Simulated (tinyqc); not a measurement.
Plasmons of a degenerate electron gas in the random-phase approximation: sweeps and comparisons. A value that a table varies takes the place of the one given here.

Zero temperature, parabolic band: kF = (3 pi^2 n)^(1/3), EF = c kF^2/m, Ep^2 = 8 pi c e2 n/(m eb), qTF^2 = 6 pi e2 n/(eb EF), c = hbar^2/2m0, e2 = e^2/(4 pi eps0), n in 1/angstrom^3 (1e-24 per 1/cm^3).

Lindhard function: eps(q, E)/eb = 1 + (qTF/q)^2 (f1 + i f2) with z = q/(2 kF), u = E/(hbar vF q), hbar vF = 2 c kF/m; f1 = 1/2 + [h(z - u) + h(z + u)]/(8 z), h(x) = (1 - x^2) ln|(x + 1)/(x - 1)|; f2 = pi u/2 for z + u < 1, (pi/(8 z))(1 - (z - u)^2) for |z - u| < 1 < z + u, else 0. Pairs exist for c (q^2 - 2 q kF)/m < E < c (q^2 + 2 q kF)/m.

Constants: hbar^2/2m0 = 3.80998211 eV angstrom^2; e^2/(4 pi eps0) = 14.39964547 eV angstrom; a0 (Bohr radius) = 0.5291772105 angstrom.

Values chosen for the exercise (a free-electron density near that of Na; shifted at random, so the results belong to these values and not to a real crystal):
- n = 2.59e+22 1/cm^3 (electron density)
- m = 1 m0 (mass)
- eb = 1 (background dielectric constant)
- ed = 4 (dielectric constant of the surroundings)
- d = 50 angstrom (film thickness)
- qp = 0.476 1/angstrom (wave vector of the plasmon)

## Dispersion and weight of the plasmon

Short formula: E^2 = Ep^2 + (3/5)(hbar vF q)^2 + (c q^2/m)^2; qc is where the plasmon meets the top of the continuum. The weight is the share of the f-sum that the plasmon carries, 2E/(Ep^2 d(eps/eb)/dE); a dash marks no undamped root.

Energies (eV):

| q (1/angstrom) | q/kF | top of continuum | plasmon | short formula | weight |
|---|---|---|---|---|---|
| 0.0862 | 0.094 | 0.6295 | 5.994 | 5.994 | 1.000 |
| 0.216 | 0.236 | 1.684 | 6.092 | 6.091 | 1.000 |
| 0.345 | 0.377 | 2.860 | 6.284 | 6.276 | 0.997 |
| 0.474 | 0.518 | 4.162 | 6.590 | 6.558 | 0.988 |
| 0.604 | 0.660 | 5.603 | 7.056 | 6.949 | 0.954 |
| 0.690 | 0.754 | 6.626 | 7.487 | 7.273 | 0.897 |
| 0.776 | 0.848 | 7.707 | 8.055 | 7.652 | 0.769 |
| 0.836 | 0.913 | 8.494 | 8.570 | 7.950 | 0.561 |
| 0.949 | 1.037 | 10.05 | - | 8.589 | - |
| 1.12 | 1.224 | 12.59 | - | 9.755 | - |

qc = 0.8623 1/angstrom

Ep = 5.976 eV. The plasmon rises from 5.994 to 8.57 eV just before qc, 43 % above Ep. The short formula errs by -0.49 % at q/kF = 0.52 and -7.23 % next to qc. The weight falls from 1.000 to 0.561 as pairs take over the sum. At rs = 4.0 exchange and correlation, left out here, flatten the dispersion, and core polarisation lowers Ep in a real metal.

## Density dependence

n is multiplied by the factor listed.

Results:

| factor | rs | EF (eV) | Ep (eV) | Ep/EF | qc/kF | alpha = 3 EF/(5 Ep) |
|---|---|---|---|---|---|---|
| 0.10 | 8.536 | 0.6877 | 1.890 | 2.748 | 1.251 | 0.218 |
| 0.20 | 6.775 | 1.092 | 2.673 | 2.448 | 1.149 | 0.245 |
| 0.50 | 4.992 | 2.011 | 4.226 | 2.101 | 1.026 | 0.286 |
| 1.0 | 3.962 | 3.192 | 5.976 | 1.872 | 0.942 | 0.320 |
| 2.0 | 3.145 | 5.067 | 8.451 | 1.668 | 0.864 | 0.360 |
| 5.0 | 2.317 | 9.334 | 13.36 | 1.432 | 0.771 | 0.419 |
| 10 | 1.839 | 14.82 | 18.90 | 1.275 | 0.706 | 0.470 |

Over two decades Ep grows by 10.0 (n^(1/2)) and EF by 21.5 (n^(2/3)), so Ep/EF falls from 2.748 to 1.275 as sqrt(rs), and qc/kF from 1.251 to 0.706: in a dense gas the plasmon enters the continuum earlier on the scale of kF. alpha is the coefficient in E = Ep + alpha hbar^2 q^2/(m m0). The random-phase values are only rough in the rows with rs above about 2 (up to 8.5 here).

## Thin film modes against wave vector (bulk, surface, particle and sheet plasmons)

Drude medium eps = eb (1 - Ep^2/E^2), no retardation. A film of thickness d has modes eps = -ed coth(q d/2) (lower) and eps = -ed tanh(q d/2) (upper); a sheet with ns = n d has E^2 = 4 pi c e2 ns q/(m ed). One surface: eps = -ed; small sphere: eps = -2 ed.

Modes (eV):

| q d | q (1/angstrom) | lower | upper | sheet |
|---|---|---|---|---|
| 0.020 | 0.000400 | 0.2984 | 5.860 | 0.2988 |
| 0.050 | 0.00100 | 0.4709 | 5.698 | 0.4724 |
| 0.10 | 0.00200 | 0.6637 | 5.456 | 0.6681 |
| 0.20 | 0.00400 | 0.9318 | 5.053 | 0.9449 |
| 0.50 | 0.0100 | 1.435 | 4.247 | 1.494 |
| 1.0 | 0.0200 | 1.923 | 3.541 | 2.113 |
| 2.0 | 0.0400 | 2.390 | 2.971 | 2.988 |
| 4.0 | 0.0800 | 2.634 | 2.712 | 4.226 |
| 8.0 | 0.160 | 2.672 | 2.673 | 5.976 |

bulk, surface, sphere (eV): 5.976  2.673  1.992

At small q d the lower mode tends to the sheet law sqrt(q) (within 5 % up to q d = 0.5 of the values listed) and the upper one starts near the bulk value. At q d = 8 the two are 0.0014 eV apart around the surface value 2.673 eV. Retardation, left out here, matters where q is below about three times sqrt(ed) E/(hbar c), hbar c = 1973.27 eV angstrom: that holds for 3 of the rows (from the top) for the lower mode and 5 for the upper one.

## What moves the plasmon

The plasmon is taken at qp. Each row changes one parameter from the base and keeps the others.

Results:

| case | Ep (eV) | plasmon at qp (eV) | qc (1/angstrom) |
|---|---|---|---|
| base | 5.976 | 6.596 | 0.8623 |
| n = 3.11e+22 1/cm^3 | 6.548 | 7.179 | 0.8959 |
| m = 1.15 m0 | 5.573 | 6.075 | 0.9083 |
| eb = 1.1 | 5.698 | 6.348 | 0.8322 |
| qp = 0.333 1/angstrom | 5.976 | 6.261 | 0.8623 |

The largest shifts from the base row, up to three for each result and ties (the steps differ in size, so this ranks the rows, not the parameters). Ep (eV): n +0.572, m -0.403, eb -0.278; unchanged at the printed digits by qp. plasmon at qp (eV): n +0.583, m -0.521, qp -0.334. qc (1/angstrom): m +0.0460, n +0.0336, eb -0.0301; unchanged at the printed digits by qp.

Run: tinyqc, `OMP_NUM_THREADS=1 python tinyqc.py 1680488 1680489 out.jsonl`; Intel(R) Xeon(R) Processor @ 2.30GHz, one thread, shared host; about 0.01 s of CPU time with all checks.
